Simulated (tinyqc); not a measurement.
# Inputs raised by 2 %, one at a time

Model: Landau-Devonshire theory of a uniaxial ferroelectric. Computed by tinyqc, a small Python program. Command: `OMP_NUM_THREADS=1 python tinyqc.py 3028813 3028814 out.jsonl ferro sens`. One thread of a shared host (Intel(R) Xeon(R) Processor @ 2.30GHz), about 0.02 s of CPU time with the checks.

G(P) = (alpha/2) P^2 + (beta*/4) P^4 + (gamma/6) P^6 - E P per volume, SI units, one domain, P along the polar axis, which is normal to the film.

Inputs (values chosen for the exercise, for a model ferroelectric):

| quantity | value | unit |
|---|---|---|
| alpha_0 | 1.38e+06 | J m/(C^2 K) |
| Curie-Weiss temperature T0 | 320 | K |
| beta | 5.68e+08 | J m^5/C^4 |
| gamma | 5.03e+09 | J m^9/C^6 |
| temperature T | 276 | K |
| misfit strain u_m | -0.011 | - |
| electrostriction Q12 | -0.042 | m^4/C^2 |
| compliance s11 + s12 | 4e-12 | m^2/N |
| film thickness d | 20 | nm |
| screening length lambda | 0.037 | nm |
| background permittivity eps_b | 20 | - |
| gradient coefficient g | 1.9e-10 | J m^3/C^2 |

Sample: epitaxial film.

Constants: eps_0 = 8.8541878128e-12 F/m.

Method:
- alpha = alpha_0 (T - T0*), with clamping: T0* = T0 + 4 Q12 u_m/(alpha_0 (s11 + s12)), beta* = beta + 4 Q12^2/(s11 + s12).
- Ps^2 = [-beta* + sqrt(beta*^2 - 4 alpha gamma)]/(2 gamma).
- chi = 1/(eps_0 G''), G'' = alpha + 3 beta* P^2 + 5 gamma P^4 at Ps. Ps, chi and the coercive field are for perfect screening, without a depolarising field. The intrinsic coercive field is |alpha P + beta* P^3 + gamma P^5| at the P_c where G'' = 0. 1 C/m^2 = 100 microcoulomb/cm^2.
- With the term (g/2) (dP/dx)^2, (g/2) P'^2 = G(P) - G(Ps) across the wall: energy = int_(-Ps)^(Ps) sqrt(2 g [G(P) - G(Ps)]) dP (40 Gauss-Legendre points); width = 2 Ps over the slope at P = 0, sqrt(2 |G(Ps)|/g). Elastic coupling inside the wall is left out.
- Between shorted electrodes with screening length lambda each, the depolarising field is -k P, k = 2 lambda/(eps_0 (d + 2 lambda eps_b)), so alpha turns into alpha + k.
- The polar state is the lowest uniform state while alpha + k < 0 (beta* > 0) or < 3 beta*^2/(16 gamma) (beta* < 0); setting the equality gives the critical thickness d_c.

Runs:

| input moved | from | to | susceptibility chi | wall energy (mJ/m^2) | critical thickness d_c (nm) | well depth G(Ps) (MJ/m^3) |
|---|---|---|---|---|---|---|
| base run | - | - | 85.55 | 52.02 | 14.51 | -23.49 |
| beta (J m^5/C^4) | 568000000 | 579360000 | 85.65 | 51.85 | 14.51 | -23.41 |
| gamma (J m^9/C^6) | 5030000000 | 5130600000 | 85.35 | 51.83 | 14.51 | -23.41 |
| temperature T (K) | 276 | 281.52 | 86.97 | 51.01 | 14.75 | -22.86 |
| misfit strain u_m | -0.011 | -0.01122 | 83.89 | 53.24 | 14.23 | -24.26 |
| electrostriction Q12 (m^4/C^2) | -0.042 | -0.04284 | 84.50 | 52.20 | 14.23 | -23.76 |
| gradient coefficient g (J m^3/C^2) | 1.9e-10 | 1.938e-10 | 85.55 | 52.53 | 14.51 | -23.49 |
| screening length lambda (nm) | 0.037 | 0.03774 | 85.55 | 52.02 | 14.80 | -23.49 |

Exponents ln(y'/y) / ln(x'/x):

| input | susceptibility chi | wall energy | critical thickness d_c | well depth G(Ps) |
|---|---|---|---|---|
| beta | 0.060 | -0.159 | 0.000 | -0.167 |
| gamma | -0.122 | -0.177 | 0.000 | -0.162 |
| temperature T | 0.831 | -0.982 | 0.816 | -1.364 |
| misfit strain u_m | -0.992 | 1.171 | -0.976 | 1.627 |
| electrostriction Q12 | -0.624 | 0.183 | -0.976 | 0.593 |
| gradient coefficient g | 0.000 | 0.500 | 0.000 | 0.000 |
| screening length lambda | 0.000 | 0.000 | 1.000 | 0.000 |

Among the inputs moved here: susceptibility chi answers most in size to misfit strain u_m (exponent -0.992), next to temperature T (+0.831); its exponent is below 0.0005 for gradient coefficient g, screening length lambda. Wall energy answers most in size to misfit strain u_m (exponent +1.171), next to temperature T (-0.982); its exponent is below 0.0005 for screening length lambda. Its exponent +0.500 in gradient coefficient g: wall energy scales as sqrt(g). Critical thickness d_c answers most in size to screening length lambda (exponent +1.000), next to misfit strain u_m (-0.976); its exponent is below 0.0005 for beta, gamma, gradient coefficient g. Its exponent +1.000 in screening length lambda: k depends on lambda/d. Well depth G(Ps) answers most in size to misfit strain u_m (exponent +1.627), next to temperature T (-1.364); its exponent is below 0.0005 for gradient coefficient g, screening length lambda.

Caution (all rows): far below T0* the expansion with linear alpha(T) is only a fit.
